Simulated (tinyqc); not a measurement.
## Gain factor and gap resistance from two string resistances

Inverse problem. At small bit-line voltage each of the 64 cells has the resistance 1/(K x) at overdrive x (no mobility reduction) in series with a gap resistance Rg. Find K, Rg and the share of the gaps at the higher overdrive.

resistance of a string of 64 equal cells at overdrives of 4 and 7.2 V (kohm): [1049.9765, 631.67582]

Answer. The resistance per cell is a straight line in 1/x with slope 1/K and intercept Rg.

K = 17.00 uA/V^2
Rg = 1.700 kohm
share of the gaps = 17.22 %

Program tinyqc, `OMP_NUM_THREADS=1 python tinyqc.py 2142073 2142074 out.jsonl`; Intel Xeon 2.30GHz, shared host, one thread, about 0.6 s.
